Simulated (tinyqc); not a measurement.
Long-channel MOSFET, surface-potential model: two steps of the calculation.

n-channel transistor on a uniformly doped p-type body, gradual-channel approximation, constant mobility, Boltzmann statistics, full ionisation. Potentials are counted from the neutral body; V is the electron quasi-Fermi potential, Vsb at the source and Vsb + Vds at the drain. Charges are magnitudes per area.

Inputs (values chosen for the exercise); material values those of a made-up semiconductor:
```
symbol  value        unit                   meaning
T         273           K               temperature
Vfb     -0.86           V         flat-band voltage
mu        190  cm^2/(V s)          channel mobility
W           5          um                gate width
L           2          um               gate length
Vsb         2           V  source-body reverse bias
Vgs      3.23           V       gate-source voltage
Vds         2           V      drain-source voltage
```

Constants: q = 1.602176634e-19 C, kB = 1.380649e-23 J/K, Vt = kB T/q. Results are converted to the units shown.

Question 1. Surface potential at the source by Newton steps. With V = Vsb: G = psi - Vt + Vt e, e = exp((psi - 2 phiF - Vsb)/Vt); f = Vgs + Vsb - Vfb - psi - gamma sqrt(G); f' = -1 - gamma (1 + e)/(2 sqrt(G)); psi(new) = psi - f/f'.

psi at the start (the smaller of 2 phiF + Vsb + 4 Vt and the root without inversion charge) = 2.8867800 V
phiF = 0.39633924 V
gamma = 1.8400793 V^0.5

Give: G; f; f'; psi after iteration 1.

Answer 1.

G = 4.1477 V
f = -0.54427 V
f' = -26.117
psi after iteration 1 = 2.8659 V

Question 2. Pao-Sah current by Simpson's rule. I = mu (W/L) integral of Qi dV; Simpson's rule on the 9 points, step Vds/8, weights 1, 4, 2, ..., 4, 1 times step/3.

| point | Qi, Pao-Sah (nC/cm^2) |
|---|---|
| 0 | 32.188560 |
| 1 | 0.043558145 |
| 2 | 1.0623352e-6 |
| 3 | 2.5767966e-11 |
| 4 | 6.2502682e-16 |
| 5 | 1.5160627e-20 |
| 6 | 3.6773560e-25 |
| 7 | 8.9197809e-30 |
| 8 | 2.1635787e-34 |

Give: Pao-Sah current.

Answer 2.

Pao-Sah current = 1.2810 uA

Gauss-Legendre quadrature on many points gives 1.083 uA, so this value is 18 % above it; the charge-sheet current, 1.078 uA, is 0.52 % below it.

Program tinyqc, `OMP_NUM_THREADS=1 python tinyqc.py 2360107 2360108 out.jsonl`; Intel Xeon 2.30GHz, shared host, one thread, about 0.06 s.
